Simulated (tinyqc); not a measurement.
What each parameter does: strain-driven crossing of the Gamma and L valleys in a germanium-like crystal.

Biaxial loads: e0 is the in-plane strain e_par and the normal is free. (001): e_perp = -2 (C12/C11) e_par; exx = eyy = e_par, ezz = e_perp, no shear. (111): e_perp = -(2 C11 + 4 C12 - 4 C44)/(C11 + 2 C12 + 4 C44) e_par; exx = eyy = ezz = (2 e_par + e_perp)/3 and exy = eyz = ezx = (e_perp - e_par)/3. (110): e_perp = -(C11 + 3 C12 - 2 C44)/(C11 + C12 + 2 C44) e_par; exx = eyy = (e_par + e_perp)/2, ezz = e_par, exy = (e_perp - e_par)/2, eyz = ezx = 0. Uniaxial loads: a stress along n, scaled so that n.e.n = e0, with exx = s11 sxx + s12 (syy + szz), exy = s44 sxy/2, s11 = (C11 + C12)/((C11 - C12)(C11 + 2 C12)), s12 = -C12/((C11 - C12)(C11 + 2 C12)), s44 = 1/C44.

Edges from the unstrained valence top: Gamma at Eg + ac tr(e); an L valley with unit axis u at EgL + aL tr(e) + XuL (u.e.u - tr(e)/3), u along [111], [1-1-1], [-11-1], [-1-11]; valence edges are the levels of the 6 x 6 matrix of X, Y, Z times spin with -Dso/3 + l exx + m (eyy + ezz) on the diagonal (cyclic), n exy off it, l = av + 2 b, m = av - b, n = sqrt(3) d. Spin-orbit term (Dso/3) L.sigma on X, Y, Z with (L_k)_ij = -i epsilon_kij: <X+|H|Y+> = -i Dso/3, <X+|H|Z-> = Dso/3, <Y+|H|Z-> = -i Dso/3, <Z+|H|X-> = -Dso/3, <Z+|H|Y-> = i Dso/3, <X-|H|Y-> = i Dso/3, and their conjugates; + and - are the spin along z.

Values chosen for the exercise (near those of Ge, gaps at low temperature; the results hold for these values, not for the real material):
```
symbol  value          unit  meaning
Eg      0.891          eV    gap at Gamma to the s-like level
EgL     0.748          eV    gap to L
Dso     0.286          eV    spin-orbit splitting
ac      -8.17          eV    conduction deformation potential
av      1.23           eV    valence hydrostatic potential
b       -2.57          eV    tetragonal shear potential
d       -5.25          eV    trigonal shear potential
aL      -1.51          eV    hydrostatic potential of the L edge, Xd + Xu/3
XuL     16.39          eV    uniaxial potential, L
C11     127.1          GPa
C12     47.7           GPa
C44     65.7           GPa
load    biaxial (111)        kind of strain
e0      0.0111               size of the strain
```

Direct gap, Gamma minus the lowest L edge and the valence splitting. Each row changes one parameter from the base and keeps the others.

Results:
```
case              direct gap (eV)  Gamma - L (meV)  valence splitting (meV)
base                       0.6628            189.7                    105.0
C12 = 40.545 GPa           0.6601            180.1                    100.9
ac = -6.9445 eV            0.6849            211.8                    105.0
Dso = 0.2431 eV            0.6611            189.7                    106.7
av = 1.0455 eV             0.6661            189.7                    105.0
b = -2.9555 eV             0.6628            189.7                    105.0
e0 = 0.00944               0.6982            182.7                     88.0
aL = -1.2835 eV            0.6628            185.6                    105.0
```

The largest shifts from the base row, up to three for each result and ties (the steps differ in size, so this ranks the rows, not the parameters). direct gap (eV): e0 +0.0354, ac +0.0221, av +0.0033; unchanged at the printed digits by b and aL. Gamma - L (meV): ac +22.1, C12 -9.6, e0 -7.0; unchanged at the printed digits by Dso, av and b. valence splitting (meV): e0 -17.0, C12 -4.1, Dso +1.7; unchanged at the printed digits by ac, av, b and aL.

Run: tinyqc, `OMP_NUM_THREADS=1 python tinyqc.py 1051213 1051214 out.jsonl`; Intel(R) Xeon(R) Processor @ 2.30GHz, one thread, shared host; about 0.01 s of CPU time with all checks.
